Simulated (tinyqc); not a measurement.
Plain band against climbing image: nudged elastic band on a two-dimensional model surface. Computed by tinyqc, a small Python program. Command: `OMP_NUM_THREADS=1 python tinyqc.py 3021648 3021649 out.jsonl neb walk`. One thread of a shared host (Intel(R) Xeon(R) Processor @ 2.30GHz), about 1 s of CPU time with the checks.

V(x, y) = h u^2 + t x + (kappa/2)(y + c u)^2 with u = x^2/w^2 - 1; the path runs from the minimum near (-w, 0) to that near (w, 0).

Inputs (values chosen for the exercise, for a model surface):

| quantity | value | unit |
|---|---|---|
| height h | 1 | eV |
| half width w | 0.94 | angstrom |
| transverse stiffness kappa | 4.3 | eV/angstrom^2 |
| curvature c | 0.7 | angstrom |
| tilt t | -0.22 | eV/angstrom |
| spring constant k_s | 2 | eV/angstrom^2 |
| step factor eta | 0.017 | angstrom^2/eV |

Surface: curved double well. Climbing image: off.

Method:
- Newton steps x(new) = x - H^-1 grad V (moves limited to 0.3 angstrom) from (-w, 0), (w, 0) and (0, c) give the two minima and the saddle.
- Tangent at image i: towards the higher neighbour if the energies rise or fall through i; at a maximum or minimum, tau = t+ dmax + t- dmin if V(i+1) > V(i-1), else t+ dmin + t- dmax, with t+ = R(i+1) - R(i), t- = R(i) - R(i-1) and dmax, dmin the larger and smaller of |V(i+1) - V(i)| and |V(i-1) - V(i)|; then normalise. Force F = -grad V + (grad V.tau) tau + k_s (|t+| - |t-|) tau.
- With a climbing image, the highest image feels instead F = -grad V + 2 (grad V.tau) tau and no spring.
- Update R(new) = R + eta F; the end points stay fixed.
- Images are counted without the end points, and convergence is judged on the largest force on an image. Each run starts on the straight line with the same k_s and eta, for at most 1500 iterations; errors are against the Newton saddle; a dash marks a run that did not reach 1e-4 eV/angstrom.

positions (angstrom):
```
                x          y
start   -0.914688   0.037191
end      0.963417  -0.035310
saddle  -0.048729   0.698119
```

energies (eV): start 0.20405, end -0.20941, saddle 1.00535

barrier from the start = 0.801299 eV

Error of the highest image (meV) and iterations:

| images | plain, error | plain, iterations | climbing, error | climbing, iterations |
|---|---|---|---|---|
| 2 | -208.287 | 180 | 0 | 152 |
| 3 | -22.285 | 301 | 0 | 137 |
| 4 | -52.208 | 367 | 0 | 237 |
| 5 | -22.314 | 530 | 0 | 222 |
| 6 | -15.068 | 621 | 0 | 360 |
| 8 | -3.965 | 897 | 0 | 487 |
| 10 | -0.599 | 1190 | 0 | 624 |

What follows from these numbers?

The plain band underestimates the barrier by 0.60 to 208.29 meV, depending on how near an image falls to the saddle (worst for 2 images, best for 10). The climbing image is within about 0.001 meV in every converged run, so few images suffice for the barrier.

Extremes, crossings and ranges named in words are read from the listed rows.
